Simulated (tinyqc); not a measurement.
Inside a calculation. Method: Hubbard ring of 6 sites. Computed by tinyqc, a small Python program that keeps every step. Settings: hopping = 0.95, U = 5.8, mixing = 0.5, iteration cap = 71. Command: `OMP_NUM_THREADS=1 python tinyqc.py 26798 26799 out.jsonl` (the two numbers bound the seeds that draw the settings). One thread of a shared host (Intel(R) Xeon(R) Processor @ 2.60GHz), about 0.2 s of CPU time with the checks. Later iterations appear only in the table of the cycle.

## Mean-field iteration 1

one-body matrix (hopping and site energies) (eV), order 1, 2, 3, 4, 5, 6:
$$\begin{pmatrix}
-0.700000 & -0.950000 & 0.000000 & 0.000000 & 0.000000 & -0.950000 \\
-0.950000 & 0.990000 & -0.950000 & 0.000000 & 0.000000 & 0.000000 \\
0.000000 & -0.950000 & 0.490000 & -0.950000 & 0.000000 & 0.000000 \\
0.000000 & 0.000000 & -0.950000 & 0.290000 & -0.950000 & 0.000000 \\
0.000000 & 0.000000 & 0.000000 & -0.950000 & 0.150000 & -0.950000 \\
-0.950000 & 0.000000 & 0.000000 & 0.000000 & -0.950000 & -0.440000
\end{pmatrix}$$

U = 5.800000 eV

electrons, up and down: [3, 3]

mixing = 0.500000

n(up) at the start (a guess, not normalised): 1 0.950000, 2 0.050000, 3 0.950000, 4 0.050000, 5 0.950000, 6 0.050000

n(down) at the start (a guess): 1 0.050000, 2 0.950000, 3 0.050000, 4 0.950000, 5 0.050000, 6 0.950000

H(up) = T + U n(down), H(down) = T + U n(up); fill the lowest levels; n(new) = n + mixing (n(out) - n); E = tr T (rho up + rho down) + U sum n_up n_down of the output.

levels, up (eV): [-0.735627, 0.099554, 0.526805, 5.360098, 6.108176, 6.820994]

levels, down (eV): [-0.517502, 0.271634, 0.936280, 5.149758, 5.919846, 6.419985]

energy = -1.068365 eV

n(up) after iteration 1: 1 0.954991, 2 0.044224, 3 0.949672, 4 0.051230, 5 0.946754, 6 0.053130

n(down) after iteration 1: 1 0.063307, 2 0.935591, 3 0.051945, 4 0.949004, 5 0.049650, 6 0.950504

## Mean-field iteration 2

As before.

levels, up (eV): [-0.668357, 0.103589, 0.534926, 5.363665, 6.097366, 6.748811]

levels, down (eV): [-0.501359, 0.277720, 0.908350, 5.174243, 5.904796, 6.416251]

energy = -1.068817 eV

n(up) after iteration 2: 1 0.956876, 2 0.041990, 3 0.949120, 4 0.051929, 5 0.945157, 6 0.054928

n(down) after iteration 2: 1 0.069291, 2 0.929162, 3 0.052818, 4 0.948361, 5 0.049703, 6 0.950666

## Convergence

Each step fills the lowest levels of T + U n(other spin) and sets n(new) = n + mixing (n(out) - n); stop when output and input agree to 1e-8.

Course of the cycle:
```
iteration       E (eV)  largest |n(out) - n(in)|  mean |n_up - n_down|
1          -1.06836484                  2.88e-02              0.891010
2          -1.06881711                  1.29e-02              0.890722
3          -1.06890539                  5.87e-03              0.890492
4          -1.06892387                  2.75e-03              0.890334
5          -1.06892816                  1.32e-03              0.890232
6          -1.06892929                  6.56e-04              0.890167
7          -1.06892962                  3.36e-04              0.890128
8          -1.06892973                  1.77e-04              0.890103
9          -1.06892976                  9.56e-05              0.890088
10         -1.06892978                  5.29e-05              0.890079
11         -1.06892978                  2.99e-05              0.890074
...                ...                       ...                   ...
17         -1.06892978                  1.20e-06              0.890066
18         -1.06892978                  7.11e-07              0.890066
19         -1.06892978                  4.23e-07              0.890066
20         -1.06892978                  2.52e-07              0.890066
21         -1.06892978                  1.50e-07              0.890066
22         -1.06892978                  8.98e-08              0.890066
23         -1.06892978                  5.36e-08              0.890066
24         -1.06892978                  3.20e-08              0.890066
25         -1.06892978                  1.91e-08              0.890066
26         -1.06892978                  1.14e-08              0.890066
27         -1.06892978                  6.84e-09              0.890066
```

local moments n_up - n_down: 1 0.882992, 2 -0.882584, 3 0.894048, 4 -0.894413, 5 0.893157, 6 -0.893201

Converged in 27 iterations. Before convergence this energy mixes input and output and is not variational, so it may rise towards its limit.

## Exact diagonalisation (400 states)

Lowest levels of the sector, and the double occupancy of the lowest state.

lowest levels (eV): [-1.741176, -1.276608, -0.967473, -0.865545, -0.863754, -0.673012]

double occupancy per site = 0.065262

The mean-field solution above lies 0.6722 eV above the exact energy.

## The lowest level by Lanczos steps

From a random start vector (not printed): a_j = <q_j|H|q_j>, b_j = norm of the remainder after orthogonalising; the Ritz value is the lowest eigenvalue of the tridiagonal matrix of a and b so far.

Lanczos:
```
j    a_j (eV)  b_j (eV)  lowest Ritz value (eV)
1    6.843042  5.524576              6.84304164
2    7.755786  6.238361              1.75601995
3    9.486438  6.213918             -0.39720282
4   10.228819  5.490529             -1.26846516
5   10.695131  5.929507             -1.54157996
6   11.264030  6.246240             -1.64232545
7   10.946632  6.016945             -1.68894876
8    9.292023  5.437371             -1.71670341
9   10.972965  5.715135             -1.73050933
10  11.220467  5.785802             -1.73628030
```
